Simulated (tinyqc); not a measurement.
From results back to parameters: core-shell quantum dot (spherical envelope functions). Five cases, with inputs chosen for the exercise.

Problem. The lowest electron level was computed from a hidden shell thickness H.

Parabolic bands; strain and other valleys are left out. s states, u = r psi, hard wall at R + H, c = hbar^2/2m0, energies from the band edges of the core. Core: u = sin(k1 r)/k1, k1 = sqrt(m1 E/c). At R, psi and psi'/m are continuous, so u is continuous and its slope in the shell is s = u/R + (m2/m1)(u' - u/R). Shell: u(R + x) = u(R) cos(k2 x) + s sin(k2 x)/k2, k2 = sqrt(m2 (E - V)/c); for negative arguments the functions turn into sinh and cosh. A level has u(R + H) = 0.

Constants: hbar^2/2m0 = 3.80998211 eV angstrom^2.

Case 1.

Values chosen (near those of a Ge/Si core-shell dot; shifted at random, so the results belong to these values and not to a real crystal):
- R = 29 angstrom (core radius)
- Vc = -0.047 eV (conduction edge of the shell above that of the core)
- me1 = 0.114 m0 (electron, core)
- me2 = 0.266 m0 (electron, shell)

E_e = 0.0922995 eV

Case 2.

Values chosen (near those of a CdSe/CdS core-shell dot; shifted at random, so the results belong to these values and not to a real crystal):
- R = 13 angstrom (core radius)
- Vc = 0.287 eV (conduction edge of the shell above that of the core)
- me1 = 0.133 m0 (electron, core)
- me2 = 0.2 m0 (electron, shell)

E_e = 0.3129182 eV

Case 3.

Values chosen (near those of a ZnSe/CdS core-shell dot; shifted at random, so the results belong to these values and not to a real crystal):
- R = 14 angstrom (core radius)
- Vc = -0.787 eV (conduction edge of the shell above that of the core)
- me1 = 0.158 m0 (electron, core)
- me2 = 0.216 m0 (electron, shell)

E_e = -0.3944428 eV

Case 4.

Values chosen (near those of an InP/GaP core-shell dot; shifted at random, so the results belong to these values and not to a real crystal):
- R = 35 angstrom (core radius)
- Vc = 0.394 eV (conduction edge of the shell above that of the core)
- me1 = 0.078 m0 (electron, core)
- me2 = 0.135 m0 (electron, shell)

E_e = 0.1813621 eV

Case 5.

Values chosen (near those of a GaAs/AlGaAs core-shell dot; shifted at random, so the results belong to these values and not to a real crystal):
- R = 30 angstrom (core radius)
- Vc = 0.239 eV (conduction edge of the shell above that of the core)
- me1 = 0.065 m0 (electron, core)
- me2 = 0.09 m0 (electron, shell)

E_e = 0.3118254 eV

Find: u(R); s; H.

Solution.

Case 1.

u(R) = 19.008 angstrom
s = -0.7648
H = 12.0 angstrom

u(R) and s follow from E_e; u(R + H) = 0 gives tan(k2 H) = -k2 u(R)/s, with the first positive root.

Case 2.

u(R) = 9.354 angstrom
s = -0.0459
H = 39.0 angstrom

u(R) and s follow from E_e; u(R + H) = 0 gives tan(k2 H) = -k2 u(R)/s, with the first positive root.

Case 3.

u(R) = 22.776 angstrom
s = 3.6132
H = 16.0 angstrom

u(R) and s follow from E_e; u(R + H) = 0 gives tan(k2 H) = -k2 u(R)/s, with the first positive root.

Case 4.

u(R) = 13.888 angstrom
s = -1.2121
H = 34.0 angstrom

u(R) and s follow from E_e; u(R + H) = 0 gives tanh(kappa H) = -kappa u(R)/s. The tanh is close to 1, so H is poorly fixed: the full digits of E_e are needed.

Case 5.

u(R) = 11.180 angstrom
s = -0.9448
H = 11.0 angstrom

u(R) and s follow from E_e; u(R + H) = 0 gives tan(k2 H) = -k2 u(R)/s, with the first positive root.

Computed by tinyqc, one run a case: `OMP_NUM_THREADS=1 python tinyqc.py N N+1 out.jsonl` with N = 1281598, 1281674, 1281780, 1281801, 1281810; one thread of a shared Intel(R) Xeon(R) Processor @ 2.30GHz, about 0.1 s a run at most.
